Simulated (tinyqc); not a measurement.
Non-linearity against on/off ratio.

Worst-case read of an N x N array without selectors, ideal wires, unselected lines floating and all unselected cells in the low state with resistance K Ron: the sneak path is Rsn = K Ron [2/(N - 1) + 1/(N - 1)^2], in parallel with the selected cell Rc. A sense resistor Ron to ground gives Vout = Vr Ron/(Ron + Rc Rsn/(Rc + Rsn)); margin = [Vout(Rc = Ron) - Vout(Rc = ra Ron)]/Vr. Here N = 12; the columns give the margin for ra = 5, 20 and 300.

Result of one run:

| K | Rsn/Ron | margin, ra = 5 (%) | margin, ra = 20 (%) | margin, ra = 300 (%) |
|---|---|---|---|---|
| 100 | 19.008 | 31.115 | 41.976 | 45.984 |

What becomes of these results when the factor by which unselected cells are more resistive K is changed from 100 to 10, all else the same?

Result of the changed run:

| K | Rsn/Ron | margin, ra = 5 (%) | margin, ra = 20 (%) | margin, ra = 300 (%) |
|---|---|---|---|---|
| 10 | 1.9008 | 18.348 | 23.861 | 25.797 |

The whole series:

| K | Rsn/Ron | margin, ra = 5 (%) | margin, ra = 20 (%) | margin, ra = 300 (%) |
|---|---|---|---|---|
| 1 | 0.19008 | 1.7053 | 2.0732 | 2.1913 |
| 3 | 0.57025 | 7.2158 | 9.0272 | 9.6310 |
| 10 | 1.9008 | 18.348 | 23.861 | 25.797 |
| 30 | 5.7025 | 26.739 | 35.639 | 38.870 |
| 100 | 19.008 | 31.115 | 41.976 | 45.984 |
| 300 | 57.025 | 32.568 | 44.108 | 48.390 |
| 1000 | 190.08 | 33.101 | 44.894 | 49.279 |
| 3000 | 570.25 | 33.256 | 45.123 | 49.538 |

At K = 1 the margin is 1.71 % for ra = 5 and 2.19 % for ra = 300: an on/off ratio 60.0 times larger gains a factor of only 1.28, because the sneak path (0.19 Ron) shunts the cell. Raising K to 3000 lifts the margin at ra = 20 from 2.07 to 45.1 %.

Numbers from tinyqc (`OMP_NUM_THREADS=1 python tinyqc.py 2880133 2880134 out.jsonl`; about 0.03 s on one thread of a shared Intel Xeon 2.30GHz).
